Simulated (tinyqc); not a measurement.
Heterojunction of two tight-binding chains, step by step. Values are carried at full precision from step to step, so a last printed digit may differ when a step is redone from the rounded ones.

Left chain: hopping -t1, sites at 2 t1 (band bottom 0). Right chain: hopping -t2, sites at dE + 2 t2 (bottom dE). t = c/(m a^2), c = hbar^2/2m0. The bond across the interface is -tc with tc = f sqrt(t1 t2), and the last left site has the extra energy U. In a chain E = bottom + 2t (1 - cos(ka)); the surface Green function of a half chain is g = -exp(ika)/t, with Im k > 0 where cos(ka) > 1.

Constants: hbar^2/2m0 = 3.80998211 eV angstrom^2.

Parameters, chosen for this exercise (masses and offset of the size met at InGaAs / InAlAs; the results hold for these values, not for the real material): a = 5 angstrom (site spacing); m1 = 0.045 m0 (mass on the left); m2 = 0.078 m0 (mass on the right); f = 0.93 (factor on the interface hopping); dE = 0.49 eV (band offset); E = 0.7 eV (electron energy); U = 0 eV (extra energy on the last left site).

## Hoppings

Form t1, t2 and tc.

t1 = 3.38665 eV
t2 = 1.95384 eV
tc = 2.39228 eV

## Wave numbers and velocities

The left chain has hopping t1 and band bottom 0, the right one t2 and dE. cos(ka) = 1 - (E - bottom)/(2t); dE/dk = 2 t a sin(ka).

ka (rad): left 0.458645, right 0.329329

dE/dk (eV angstrom): left 14.9939, right 6.3189

## Self-energies on the last left site

Hoppings t1 (left), t2 (right), tc (interface); g is the surface Green function of a half chain. The rest of the left chain gives S1 = t1^2 g1 = -t1 exp(i k1 a); the right chain gives S2 = tc^2 g2 = -(tc^2/t2) exp(i k2 a).

S1 = -3.03665-1.49939i eV
S2 = -2.77170-0.94730i eV

## Transmission

The last site of the left chain has energy 2 t1 + U, and S1, S2 are the self-energies of the two half chains on it. G = 1/(E - 2 t1 - U - S1 - S2); T = 4 Im(S1) Im(S2) |G|^2.

G = -0.0437-0.4040i 1/eV
T = 0.9381

A fraction 0.0619 is reflected although the electron lies above the step.

## Checks

- T from the Green function against 1 - |r|^2 from matching plane waves: both 0.938083.

Computed by tinyqc, a small Python program: `OMP_NUM_THREADS=1 python tinyqc.py 1451912 1451913 out.jsonl` (the numbers bound the seed that draws the inputs); one thread of a shared host (Intel(R) Xeon(R) Processor @ 2.30GHz), about 0.01 s for the whole set of steps.
